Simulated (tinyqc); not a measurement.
# Inputs raised by 5 %, one at a time

Model: strain, valley repopulation and piezoresistance in a many-valley conduction band. Computed by tinyqc, a small Python program. Command: `OMP_NUM_THREADS=1 python tinyqc.py 3020682 3020683 out.jsonl valleys sens`. One thread of a shared host (Intel(R) Xeon(R) Processor @ 2.30GHz), about 0.09 s of CPU time with the checks.

Valleys are ellipsoids with mass m_l along the axis a and m_t across it, parabolic, with one constant relaxation time; strain shifts the valleys and leaves the masses alone. Currents are taken along [110], along the load, and along [1-10], across the load.

Inputs (values chosen for the exercise, modelled on germanium):

| quantity | value | unit |
|---|---|---|
| longitudinal mass m_l | 1.6 | m_0 |
| transverse mass m_t | 0.0831 | m_0 |
| shear deformation potential Xi_u | 15.9 | eV |
| dilation deformation potential Xi_d | -4.3 | eV |
| C11 | 127 | GPa |
| C12 | 48.2 | GPa |
| C44 | 67.3 | GPa |
| stress X (tension positive) | 140 | MPa |
| electron density n | 6.6e+17 | 1/cm^3 |
| relaxation time tau | 150 | fs |
| temperature T | 100 | K |

Valley axes: <111> (4 valleys). Load: uniaxial [110].

Constants: k_B = 8.617333262e-05 eV/K; m_0 = 9.1093837015e-31 kg; k_B = 1.380649e-23 J/K; hbar = 1.054571817e-34 J s; e = 1.602176634e-19 C.

Method:
- Compliances S11 = (C11 + C12)/((C11 - C12)(C11 + 2 C12)), S12 = -C12/((C11 - C12)(C11 + 2 C12)), S44 = 1/C44; stress sigma_ij = X n_i n_j for the unit vector n of the load; e_xx = S11 sigma_xx + S12 (sigma_yy + sigma_zz), e_xy = S44 sigma_xy/2 (tensor strain).
- Herring-Vogt shift of a valley with unit axis a: dE = Xi_d tr(e) + Xi_u a.e.a.
- Each of the 4 valleys holds n_v = N_v (2/sqrt(pi)) F_1/2((E_F - dE_v)/(k_B T)), N_v = 2 (m_d k_B T/(2 pi hbar^2))^(3/2), m_d = (m_l m_t^2)^(1/3); E_F solves sum n_v = n and is counted from the unstrained edge.
- F_j(eta) = int_0^infinity x^j/(1 + exp(x - eta)) dx, without a gamma-function factor. It is evaluated after integrating by parts.
- Integrals over x = E/(k_B T) use 160 Gauss-Legendre points in u = sqrt(x) from 0 to sqrt(max(eta, 0) + 32).
- Mobility tensor mu = e tau sum_v (n_v/n) [1/m_t + (1/m_l - 1/m_t) a a^T]; unstrained mu_0 = e tau (1/m_l + 2/m_t)/3; resistivity along d from the inverse tensor, rho_d = d.mu^-1.d/(n e), mobility along d = 1/(d.mu^-1.d); gauge pi_d = (rho_d/rho_0 - 1)/X.
- With eta_0 the reduced Fermi level without strain, r = F_-1/2(eta_0)/(2 F_1/2(eta_0)) (1 for a classical gas) and c = r (Xi_u/k_B T) (m_l - m_t)/(2 m_l + m_t): pi44 = -c S44/3, pi11 = pi12 = 0.

Runs:

| input moved | from | to | mobility along the first direction (cm^2/(V s)) | mobility along the second direction (cm^2/(V s)) | splitting (highest minus lowest) (meV) | degeneracy factor r |
|---|---|---|---|---|---|---|
| base run | - | - | 2696.0 | 1647.0 | 11.025 | 0.89776 |
| longitudinal mass m_l (m_0) | 1.6 | 1.68 | 2695.7 | 1642.0 | 11.025 | 0.89996 |
| shear deformation potential Xi_u (eV) | 15.9 | 16.695 | 2717.2 | 1625.7 | 11.577 | 0.89776 |
| C11 (GPa) | 127 | 133.35 | 2696.0 | 1647.0 | 11.025 | 0.89776 |
| C44 (GPa) | 67.3 | 70.665 | 2675.2 | 1667.7 | 10.500 | 0.89776 |
| stress X (tension positive) (MPa) | 140 | 147 | 2717.2 | 1625.7 | 11.577 | 0.89776 |
| electron density n (1/cm^3) | 6.6e+17 | 6.93e+17 | 2694.0 | 1648.9 | 11.025 | 0.89323 |
| dilation deformation potential Xi_d (eV) | -4.3 | -4.515 | 2696.0 | 1647.0 | 11.025 | 0.89776 |

Exponents ln(y'/y) / ln(x'/x):

| input | mobility along the first direction | mobility along the second direction | splitting (highest minus lowest) | degeneracy factor r |
|---|---|---|---|---|
| longitudinal mass m_l | -0.002 | -0.062 | 0 | 0.050 |
| shear deformation potential Xi_u | 0.161 | -0.266 | 1 | 0.000 |
| C11 | 0.000 | 0.000 | 0 | 0.000 |
| C44 | -0.159 | 0.257 | -1 | 0.000 |
| stress X (tension positive) | 0.161 | -0.266 | 1 | 0.000 |
| electron density n | -0.015 | 0.025 | 0 | -0.104 |
| dilation deformation potential Xi_d | 0.000 | 0.000 | 0 | 0.000 |

Among the inputs moved here: mobility along the first direction answers most in size to shear deformation potential Xi_u (exponent +0.161), and about equally to stress X (tension positive) (+0.161), C44 (-0.159); its exponent is below 0.0005 for C11, dilation deformation potential Xi_d. Mobility along the second direction answers most in size to shear deformation potential Xi_u (exponent -0.266), and about equally to stress X (tension positive) (-0.266); its exponent is below 0.0005 for C11, dilation deformation potential Xi_d. Splitting (highest minus lowest) answers most in size to shear deformation potential Xi_u (exponent +1.000), and about equally to C44 (-1.000), stress X (tension positive) (+1.000); its exponent is below 0.0005 for longitudinal mass m_l, C11, electron density n, dilation deformation potential Xi_d. Its exponent +1.000 in stress X (tension positive): shifts are linear in strain. Degeneracy factor r answers most in size to electron density n (exponent -0.104), next to longitudinal mass m_l (+0.050); its exponent is below 0.0005 for shear deformation potential Xi_u, C11, C44, stress X (tension positive), dilation deformation potential Xi_d.

Extremes, crossings and ranges named in words are read from the listed rows.
